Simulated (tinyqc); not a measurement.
ROHF in the 6-31g basis, for H4, spin multiplicity 3, step by step. One step of it, computed by the program tinyqc.

Question. Iteration 2: diagonalisation and new density. Diagonalise F' = X^T F X, C = X C', fill 3 alpha and 1 beta electrons from the bottom; D(s) = C_occ C_occ^T. Each column has its largest component positive (the first on a tie).

effective F (hartree), lower triangle:
```
,1H 1s,1H 2s,2H 1s,2H 2s,3H 1s,3H 2s,4H 1s,4H 2s
1H 1s,0.015864
1H 2s,-0.462592,-0.386206
2H 1s,-0.227767,-0.319802,0.015864
2H 2s,-0.319802,-0.374802,-0.462592,-0.386206
3H 1s,-0.374217,-0.398308,-0.093509,-0.247290,0.015864
3H 2s,-0.398308,-0.402494,-0.247290,-0.360520,-0.462592,-0.386206
4H 1s,-0.093509,-0.247290,-0.374217,-0.398308,-0.227767,-0.319802,0.015864
4H 2s,-0.247290,-0.360520,-0.398308,-0.402494,-0.319802,-0.374802,-0.462592,-0.386206
```

X:
```
,1,2,3,4,5,6,7,8
1H 1s,-0.424169,-0.559074,-0.548838,0.665822,0.584003,0.431844,0.331048,0.138051
1H 2s,1.901029,0.981423,0.788520,-0.426818,0.130306,0.246003,0.230422,0.215355
2H 1s,0.424169,-0.559074,0.548838,0.665822,-0.584003,0.431844,-0.331048,0.138051
2H 2s,-1.901029,0.981423,-0.788520,-0.426818,-0.130306,0.246003,-0.230422,0.215355
3H 1s,0.424169,0.559074,-0.548838,0.665822,-0.584003,-0.431844,0.331048,0.138051
3H 2s,-1.901029,-0.981423,0.788520,-0.426818,-0.130306,-0.246003,0.230422,0.215355
4H 1s,-0.424169,0.559074,0.548838,0.665822,0.584003,-0.431844,-0.331048,0.138051
4H 2s,1.901029,-0.981423,-0.788520,-0.426818,0.130306,-0.246003,-0.230422,0.215355
```

Give: F' = X^T F X; orbital energies; coefficients C; D(alpha) after iteration 2; D(beta) after iteration 2.

Answer.

F' = X^T F X (hartree), lower triangle:
```
,1,2,3,4,5,6,7,8
1,0.766
2,0.000,0.928
3,0.000,0.000,0.840
4,0.000,0.000,0.000,0.931
5,-0.455,0.000,0.000,0.000,0.722
6,0.000,-0.402,0.000,0.000,0.000,0.075
7,0.000,0.000,-0.170,0.000,0.000,0.000,-0.207
8,0.000,0.000,0.000,-0.172,0.000,0.000,0.000,-0.674
```

orbital energies (hartree): MO1 -0.692, MO2 -0.234, MO3 -0.084, MO4 0.289, MO5 0.867, MO6 0.949, MO7 1.087, MO8 1.199

coefficients C:
```
,MO1,MO2,MO3,MO4,MO5,MO6,MO7,MO8
1H 1s,0.207,0.241,0.195,0.130,-0.594,0.648,-0.679,-0.710
1H 2s,0.169,0.351,0.591,1.406,0.743,-0.447,0.821,1.286
2H 1s,0.207,-0.241,0.195,-0.130,0.594,0.648,-0.679,0.710
2H 2s,0.169,-0.351,0.591,-1.406,-0.743,-0.447,0.821,-1.286
3H 1s,0.207,0.241,-0.195,-0.130,-0.594,0.648,0.679,0.710
3H 2s,0.169,0.351,-0.591,-1.406,0.743,-0.447,-0.821,-1.286
4H 1s,0.207,-0.241,-0.195,0.130,0.594,0.648,0.679,-0.710
4H 2s,0.169,-0.351,-0.591,1.406,-0.743,-0.447,-0.821,1.286
```

D(alpha) after iteration 2, lower triangle:
```
,1H 1s,1H 2s,2H 1s,2H 2s,3H 1s,3H 2s,4H 1s,4H 2s
1H 1s,0.139
1H 2s,0.235,0.501
2H 1s,0.023,0.066,0.139
2H 2s,0.066,0.254,0.235,0.501
3H 1s,0.063,0.004,-0.053,-0.165,0.139
3H 2s,0.004,-0.197,-0.165,-0.443,0.235,0.501
4H 1s,-0.053,-0.165,0.063,0.004,0.023,0.066,0.139
4H 2s,-0.165,-0.443,0.004,-0.197,0.066,0.254,0.235,0.501
```

D(beta) after iteration 2, lower triangle:
```
,1H 1s,1H 2s,2H 1s,2H 2s,3H 1s,3H 2s,4H 1s,4H 2s
1H 1s,0.043
1H 2s,0.035,0.029
2H 1s,0.043,0.035,0.043
2H 2s,0.035,0.029,0.035,0.029
3H 1s,0.043,0.035,0.043,0.035,0.043
3H 2s,0.035,0.029,0.035,0.029,0.035,0.029
4H 1s,0.043,0.035,0.043,0.035,0.043,0.035,0.043
4H 2s,0.035,0.029,0.035,0.029,0.035,0.029,0.035,0.029
```
